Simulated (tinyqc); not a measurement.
Worked calculation: geometry optimisation on the B3LYP (VWN-RPA form)/sto-3g surface (energies and gradients from PySCF), for H4, spin multiplicity 1. Computed by tinyqc, a small Python program that keeps every step (integrals from PySCF). Settings: charge = 0, multiplicity = 1, basis = sto-3g, functional = b3lyp, optimiser = bfgs, first Hessian = 0.6, largest step = 0.5, iteration cap = 30. Command: `OMP_NUM_THREADS=1 python tinyqc.py 26843 26844 out.jsonl` (the two numbers bound the seeds that draw the settings). One thread of a shared host (Intel(R) Xeon(R) Processor @ 2.60GHz), about 9 s of CPU time with the checks.

## Step 1: energy and gradient

positions at the start (bohr), order 1H, 2H, 3H, 4H:
```
[[-0.062361, -0.051023, -0.041574],
 [0.020787, -0.069920, 1.534458],
 [0.073699, -0.049133, 3.416625],
 [0.015118, 0.122832, 4.947303]]
```

Self-consistent energy and analytic gradient at these positions.

energy = -2.28191264 hartree

gradient (hartree/bohr), order 1H, 2H, 3H, 4H:
```
[[-0.00327374, 0.00139551, -0.04916322],
 [0.00490890, 0.00018172, 0.12204460],
 [0.00102208, -0.00760845, -0.11072572],
 [-0.00265723, 0.00603122, 0.03784435]]
```

## Step 1: move

Quasi-Newton step p = -H^(-1) g (first H = 0.6 times the unit matrix); steps longer than 0.5 bohr are cut back.

positions after step 1 (bohr), order 1H, 2H, 3H, 4H:
```
[[-0.056905, -0.053348, 0.040365],
 [0.012605, -0.070223, 1.331050],
 [0.071996, -0.036452, 3.601168],
 [0.019547, 0.112780, 4.884229]]
```

## Step 2: energy and gradient

As before.

energy = -2.30505426 hartree

gradient (hartree/bohr), order 1H, 2H, 3H, 4H:
```
[[0.00264132, -0.00016716, 0.05838956],
 [-0.00170839, 0.00119718, -0.01490265],
 [-0.00244097, 0.00445469, 0.01465321],
 [0.00150805, -0.00548472, -0.05814012]]
```

## Step 2: move

inverse Hessian in use (bohr^2/hartree):
```
[[1.666121, 0.000101, -0.010761, 0.000509, -0.000154, 0.008862, 0.000392, -0.001036, -0.008195, -0.000355, 0.001090, 0.010095],
 [0.000101, 1.666680, 0.002611, -0.000019, 0.000073, 0.001129, -0.000126, 0.000136, -0.000958, 0.000045, -0.000222, -0.002782],
 [-0.010761, 0.002611, 1.466462, 0.011493, -0.002173, 0.228900, 0.006692, -0.021538, -0.210006, -0.007424, 0.021101, 0.181311],
 [0.000509, -0.000019, 0.011493, 1.666368, 0.000248, -0.001762, -0.000492, 0.000836, 0.001831, 0.000282, -0.001064, -0.011563],
 [-0.000154, 0.000073, -0.002173, 0.000248, 1.666685, 0.006385, 0.000036, -0.000371, -0.005784, -0.000130, 0.000279, 0.001572],
 [0.008862, 0.001129, 0.228900, -0.001762, 0.006385, 1.763969, -0.011038, 0.011977, -0.082482, 0.003939, -0.019491, -0.243720],
 [0.000392, -0.000126, 0.006692, -0.000492, 0.000036, -0.011038, 1.666475, 0.000839, 0.010063, 0.000291, -0.000749, -0.005717],
 [-0.001036, 0.000136, -0.021538, 0.000836, -0.000371, 0.011977, 0.000839, 1.664795, -0.011228, -0.000638, 0.002107, 0.020789],
 [-0.008195, -0.000958, -0.210006, 0.001831, -0.005784, -0.082482, 0.010063, -0.011228, 1.736240, -0.003700, 0.017970, 0.222914],
 [-0.000355, 0.000045, -0.007424, 0.000282, -0.000130, 0.003939, 0.000291, -0.000638, -0.003700, 1.666449, 0.000724, 0.007185],
 [0.001090, -0.000222, 0.021101, -0.001064, 0.000279, -0.019491, -0.000749, 0.002107, 0.017970, 0.000724, 1.664503, -0.019579],
 [0.010095, -0.002782, 0.181311, -0.011563, 0.001572, -0.243720, -0.005717, 0.020789, 0.222914, 0.007185, -0.019579, 1.506162]]
```

Quasi-Newton step p = -H^(-1) g (the inverse Hessian comes from BFGS updates; coordinates in the order x, y, z of each atom); steps longer than 0.5 bohr are cut back.

positions after step 2 (bohr), order 1H, 2H, 3H, 4H:
```
[[-0.059825, -0.053356, -0.027941],
 [0.014043, -0.071816, 1.330784],
 [0.075018, -0.041040, 3.599930],
 [0.018007, 0.118968, 4.954039]]
```

## Step 3: energy and gradient

As before.

energy = -2.31025189 hartree

gradient (hartree/bohr), order 1H, 2H, 3H, 4H:
```
[[0.00055529, 0.00030895, 0.01906050],
 [0.00032893, 0.00063653, 0.02166372],
 [-0.00076862, -0.00015590, -0.02364441],
 [-0.00011560, -0.00078959, -0.01707980]]
```

## Step 3: move

inverse Hessian in use (bohr^2/hartree):
```
[[1.667351, 0.000443, 0.024675, 0.000597, 0.000908, 0.034074, -0.001173, -0.000121, -0.034033, -0.000108, -0.001230, -0.024717],
 [0.000443, 1.666681, 0.010634, -0.000186, 0.000261, 0.001223, -0.000481, 0.000671, -0.000879, 0.000224, -0.000947, -0.010978],
 [0.024675, 0.010634, 2.451625, 0.010271, 0.026317, 0.819255, -0.036832, 0.010375, -0.811532, 0.001887, -0.047327, -0.792682],
 [0.000597, -0.000186, 0.010271, 1.665983, 0.000104, -0.014110, -0.000439, 0.001474, 0.014845, 0.000526, -0.001392, -0.011005],
 [0.000908, 0.000261, 0.026317, 0.000104, 1.667478, 0.020173, -0.001223, 0.000744, -0.019711, 0.000211, -0.001816, -0.026779],
 [0.034074, 0.001223, 0.819255, -0.014110, 0.020173, 1.768550, -0.037161, 0.051494, -0.074193, 0.017197, -0.072890, -0.846946],
 [-0.001173, -0.000481, -0.036832, -0.000439, -0.001223, -0.037161, 1.668398, -0.000568, 0.036682, -0.000119, 0.002273, 0.037311],
 [-0.000121, 0.000671, 0.010375, 0.001474, 0.000744, 0.051494, -0.000568, 1.664638, -0.052249, -0.000785, 0.000614, -0.009620],
 [-0.034033, -0.000879, -0.811532, 0.014845, -0.019711, -0.074193, 0.036682, -0.052249, 1.714111, -0.017494, 0.072839, 0.838280],
 [-0.000108, 0.000224, 0.001887, 0.000526, 0.000211, 0.017197, -0.000119, -0.000785, -0.017494, 1.666368, 0.000350, -0.001590],
 [-0.001230, -0.000947, -0.047327, -0.001392, -0.001816, -0.072890, 0.002273, 0.000614, 0.072839, 0.000350, 1.668815, 0.047378],
 [-0.024717, -0.010978, -0.792682, -0.011005, -0.026779, -0.846946, 0.037311, -0.009620, 0.838280, -0.001590, 0.047378, 2.468015]]
```

As before.

positions after step 3 (bohr), order 1H, 2H, 3H, 4H:
```
[[-0.063189, -0.054309, -0.125246],
 [0.013767, -0.074742, 1.260532],
 [0.079316, -0.043494, 3.671954],
 [0.017350, 0.125303, 5.049572]]
```

## Convergence

Stop when the largest gradient component is below 3e-5 hartree/bohr. The inverse Hessian follows the BFGS update with s = step, y = change of gradient.

Course of the optimisation:
```
step  E (hartree)  largest gradient (hartree/bohr)
1     -2.28191264                         1.22e-01
2     -2.30505426                         5.84e-02
3     -2.31025189                         2.36e-02
4     -2.31577063                         2.74e-02
5     -2.32361599                         2.32e-02
6     -2.32736837                         1.27e-02
7     -2.32936584                         4.32e-03
8     -2.33019022                         5.41e-03
9     -2.33061985                         4.25e-03
10    -2.33080703                         5.90e-04
11    -2.33088379                         7.51e-04
12    -2.33092457                         3.89e-04
13    -2.33094857                         1.52e-04
14    -2.33097255                         1.08e-04
15    -2.33099645                         1.30e-04
16    -2.33101867                         1.90e-04
17    -2.33103659                         2.93e-04
18    -2.33104929                         3.48e-04
19    -2.33105787                         3.39e-04
20    -2.33106286                         2.70e-04
21    -2.33106570                         2.09e-04
22    -2.33106741                         1.78e-04
23    -2.33106839                         1.60e-04
24    -2.33106902                         1.68e-04
25    -2.33106944                         1.76e-04
26    -2.33106976                         1.89e-04
27    -2.33107002                         1.49e-04
28    -2.33107021                         1.55e-04
29    -2.33107034                         1.07e-04
30    -2.33107041                         1.42e-04
```

Distances after the last move, whose energy is not in the table (angstrom):
```
pair   distance
2H-1H  0.728403
3H-1H  8.308256
3H-2H  7.585038
4H-1H  8.971066
4H-2H  8.251367
4H-3H  0.728546
```

Not converged within 30 steps: the energy falls at every step, but slowly. Reruns: method bfgs, first Hessian 0.6, largest step 0.3: not converged.
